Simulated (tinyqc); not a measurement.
# Bandgap voltage reference from two bipolar transistors: output against temperature

Two transistors of area 1 and N carry the same current I. Is(T) = Is (T/T0)^eta exp[(Vg0 q/kB)(1/T0 - 1/T)], VBE1 = Vt ln(I/Is(T)) + I rb, VBE2 = Vt ln(I/(N Is(T))) + I rb/N. The amplifier forces I R1(T) = VBE1 - VBE2 + Vos, with R(T) = R (1 + tc (T - T0)) for both resistors, and the output is Vref = VBE1 + I R2(T). Base currents and the Early effect are neglected.

Vt = kB T/q; I = (Vt ln N + Vos)/(R1(T) - rb (1 - 1/N)).

Values chosen for this exercise; values of the order met in silicon bipolar transistors: reference temperature T0 = 323 K; band-gap voltage extrapolated to 0 K Vg0 = 1.195 V; temperature exponent of the saturation current eta = 3.2; saturation current of the unit transistor at T0 Is = 4.1e-18 A; area ratio of the second transistor N = 4; resistor across which the difference of VBE falls, at T0 R1 = 8.9 kohm; temperature coefficient of both resistors tc = 0 ppm/K; offset of the amplifier Vos = 0 mV; series resistance of the unit transistor rb = 0 ohm; output resistor at T0 R2 = 118.7 kohm.

Constants: q = 1.602176634e-19 C, kB = 1.380649e-23 J/K. Results are converted to the units shown.

Results:

| T (K) | I (uA) | VBE1 (V) | I R2 (V) | Vref (V) | Vref - Vref(T0) (mV) | dVref/dT (uV/K) |
|---|---|---|---|---|---|---|
| 218 | 2.926 | 0.9248 | 0.3473 | 1.272 | -13.09 | 164.4 |
| 233 | 3.127 | 0.9033 | 0.3712 | 1.275 | -10.72 | 151.8 |
| 253 | 3.396 | 0.8743 | 0.4031 | 1.277 | -7.846 | 136.2 |
| 273 | 3.664 | 0.8450 | 0.4350 | 1.280 | -5.268 | 121.8 |
| 298 | 4.000 | 0.8080 | 0.4748 | 1.283 | -2.435 | 105.1 |
| 323 | 4.336 | 0.7706 | 0.5146 | 1.285 | 0 | 89.87 |
| 373 | 5.007 | 0.6948 | 0.5943 | 1.289 | 3.795 | 62.58 |
| 398 | 5.342 | 0.6563 | 0.6341 | 1.290 | 5.204 | 50.28 |
| 423 | 5.678 | 0.6176 | 0.6740 | 1.292 | 6.315 | 38.73 |

Estimate the missing row, T = 348 K.

Computed row:

| T (K) | I (uA) | VBE1 (V) | I R2 (V) | Vref (V) | Vref - Vref(T0) (mV) | dVref/dT (uV/K) |
|---|---|---|---|---|---|---|
| 348 | 4.671 | 0.7329 | 0.5545 | 1.287 | 2.068 | 75.73 |

With this row back in the table: VBE1 falls by 1.50 mV/K on average and I R2 rises by 1.59 mV/K. The slope of Vref vanishes at T = 519 K. Between 233 and 398 K Vref spans 15.9 mV, or 75.2 ppm/K by the box method (span over the average over T, over 165 K).

Program tinyqc, `OMP_NUM_THREADS=1 python tinyqc.py 2062169 2062170 out.jsonl`; Intel Xeon 2.30GHz, shared host, one thread, about 0.02 s.
